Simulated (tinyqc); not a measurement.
A square-lattice strip 3 sites wide in a magnetic flux, recursive Green functions: one step of the calculation.

The device has N = 3 slices of 3 site(s), nearest-neighbour hopping -t, and site energies U; the leads are semi-infinite continuations with site energy 0 and no flux. The hopping from slice i to i + 1 inside the device carries the phase exp(2 pi i f j) on row j = 1, 2, ...: V = <i+1|H|i> = -t diag(exp(2 pi i f j)).

Question. Transmission and its channels. T(E) = Tr[Gamma G_(N,1) Gamma G_(N,1)^dagger]. The non-zero eigenvalues T_n of the matrix under the trace are the channel transmissions; Fano factor sum T_n (1 - T_n)/sum T_n.

Parameters, values chosen for the exercise: hopping (matrix element -t) t = 2.6 eV; energy E = -6.56 eV.

G_(3,1) (1/eV):
```
                           1                          2                          3
1   0.013028606+0.016064180i  -0.014079216-0.006960495i  -0.014558001-0.004167387i
2   0.009551559+0.031926060i   0.046294211-0.008303260i   0.020487464+0.025935412i
3  -0.038173275+0.019466813i   0.029002114+0.022866701i   0.007395798+0.066527168i
```

Gamma (eV):
```
           1          2          3
1  1.0818980  1.5300348  1.0818980
2  1.5300348  2.1637960  1.5300348
3  1.0818980  1.5300348  1.0818980
```

Wanted: T(E); T_n; Fano factor.

Answer.

T(E) = 0.05828
T_n: 0.05828
Fano factor = 0.9417

With 1 open mode(s) in the leads T(E) cannot exceed 1. Inverting the whole matrix gives the same value.

Program tinyqc, `OMP_NUM_THREADS=1 python tinyqc.py 2660103 2660104 out.jsonl`; Intel Xeon 2.30GHz, shared host, one thread, about 0.01 s.
